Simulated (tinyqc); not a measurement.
Interface traps by the conductance method, a continuum of levels: two steps of the calculation.

MOS capacitor on an n-type substrate; psi is the band bending, negative in depletion; only majority carriers are counted. The traps exchange electrons with the conduction band; their admittance lies in parallel with Cd, and that pair in series with Cox and Rs. w = 2 pi f.

Parameters, values chosen for the exercise; band and dielectric values close to those of silicon:
- T = 300 K (temperature)
- eps_r = 11.6 (relative permittivity)
- Nd = 3.1e17 cm^-3 (donor density)
- EOT = 30 nm (equivalent oxide thickness)
- ps = -0.11 V (band bending psi)
- sn = 1.2e-17 cm^2 (capture cross-section for electrons)
- vth = 2.3e7 cm/s (thermal velocity)
- Dit = 6.4e11 cm^-2 eV^-1 (interface trap density)
- f = 5e5 Hz (signal frequency)

Constants: q = 1.602176634e-19 C, kB = 1.380649e-23 J/K, Vt = kB T/q, eps0 = 8.8541878128e-14 F/cm where lengths are in cm. Results are converted to the units shown.

Problem 1. Capacitances and time constant. Cox = 3.9 eps0/EOT, LD = sqrt(eps0 eps_r Vt/(q Nd)), u = psi/Vt, Cd = (eps0 eps_r/(sqrt(2) LD)) |exp(u) - 1|/sqrt(exp(u) - u - 1); ns = Nd exp(u); tau = 1/(sn vth ns), Cit = q Dit (Dit per eV).

Give: Cox; Cd; ns; tau; Cit.

Solution 1.

Cox = 115.1 nF/cm^2
Cd = 541.6 nF/cm^2
ns = 4.400e15 cm^-3
tau = 8.235e-7 s
Cit = 102.5 nF/cm^2

Problem 2. Parallel conductance and capacitance. With x = w tau: Gp/w = Cit ln(1 + x^2)/(2 x), Cp = Cd + Cit arctan(x)/x.

Cd = 541.56364 nF/cm^2
tau = 8.2347021e-7 s
Cit = 102.53930 nF/cm^2

Wanted: x; Gp/w; Cp.

Solution 2.

x = 2.587
Gp/w = 40.43 nF/cm^2
Cp = 589.2 nF/cm^2

The peak of Gp/w lies at x = 1.98 with the height 0.402 Cit; this frequency gives 0.394 Cit.

tinyqc, about 0.01 s, one thread, Intel Xeon 2.30GHz (shared host): `OMP_NUM_THREADS=1 python tinyqc.py 2030140 2030141 out.jsonl`
